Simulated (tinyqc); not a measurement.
Inside a calculation. Model: single-junction solar cell, detailed-balance limit.

Computed by the program tinyqc: `OMP_NUM_THREADS=1 python tinyqc.py 2820020 2820021 out.jsonl`, one thread of a shared Intel Xeon 2.30GHz, about 0.01 s for the whole run. Printed values are rounded.

Every photon above the gap Eg makes one pair and none below is absorbed; carriers thermalise at T and move without loss. Jsc = q fs X Phi(Eg, Ts); the dark current is J0 = q ge Phi(Eg, T)/ERE with the Boltzmann factor exp(V/Vt). The efficiency is the electrical power over fs X sigma Ts^4.

Inputs (values chosen for the exercise): cell temperature T = 350 K; temperature of the black-body sun Ts = 7000 K; share of the hemisphere filled by the sun fs = 2.16e-5; concentration X = 10; external radiative efficiency ERE = 0.01; number of faces that emit ge = 2; band gap Eg = 1.15 eV.

Constants: q = 1.602176634e-19 C, kB = 1.380649e-23 J/K, h = 6.62607015e-34 J s, c = 299792458 m/s, Vt = kB T/q. Results are converted to the units shown.

## Photon flux of the source, term by term

Photon flux above E from a black body at temperature T into a hemisphere: Phi(E, T) = A sum_k exp(-k E/th)[E^2 th/k + 2 E th^2/k^2 + 2 th^3/k^3], k = 1, 2, ..., with th = kB T/q in eV and A = 2 pi q^3/(h^3 c^2). The first six terms at E = Eg, T = Ts are listed; the flux takes all.

th = 0.603213 eV
A = 9.88329e22 cm^-2 s^-1 eV^-3
terms k = 1..6 (eV^3): 0.308152  0.0146409  0.00123120  1.26118e-4  1.42439e-5  1.70423e-6
Phi(Eg, Ts) = 3.20384e22 cm^-2 s^-1

The first term, the Boltzmann limit, holds 95.1 % of the flux.

## Photocurrent, dark current and incident power

Photon flux above E from a black body at temperature T into a hemisphere: Phi(E, T) = A sum_k exp(-k E/th)[E^2 th/k + 2 E th^2/k^2 + 2 th^3/k^3], k = 1, 2, ..., with th = kB T/q in eV and A = 2 pi q^3/(h^3 c^2). Jsc = q fs X Phi(Eg, Ts), J0 = q ge Phi(Eg, T)/ERE. Pin = fs X sigma Ts^4, sigma = 2 pi^5 kB^4/(15 h^3 c^2).

Jsc = 1108.75 mA/cm^2
J0 = 3.67263e-9 mA/cm^2
Pin = 2940.75 mW/cm^2

## Iteration 1: maximum power point by substitution

v at the start = 0

v = Vmp/Vt solves (1 + v) exp(v) = 1 + Jsc/J0; v(new) = ln[(1 + Jsc/J0)/(1 + v)].

v after iteration 1 = 26.4333

## Iteration 2: maximum power point by substitution

As before.

v after iteration 2 = 23.1216

## Course of the iteration: maximum power point by substitution

Stop when v changes by less than 1e-10, or after 40 iterations.

Course of the iteration:
```
iteration	v	|change|
1	26.4333	26.4
2	23.1216	3.31
3	23.2502	0.129
4	23.2449	5.32e-3
5	23.2451	2.19e-4
6	23.2451	9.05e-6
7	23.2451	3.73e-7
8	23.2451	1.54e-8
9	23.2451	6.35e-10
10	23.2451	2.62e-11
```

Converged in 10 iterations. At the end each change is about 0.041 times the one before, with alternating sign: linear convergence.

## Voltages, fill factor and efficiency

v = 23.2451

Voc = Vt ln(1 + Jsc/J0), Vmp = v Vt, Jmp = Jsc - J0 (exp(v) - 1), FF = Vmp Jmp/(Voc Jsc), efficiency Vmp Jmp/Pin.

Voc = 0.797247 V
Eg/q - Voc = 0.352753 V
Vmp = 0.701089 V
Jmp = 1063.02 mA/cm^2
FF = 0.843116
efficiency = 25.3429 %

Of the voltage deficit, Vt ln(1/ERE) = 139 mV is due to non-radiative recombination.
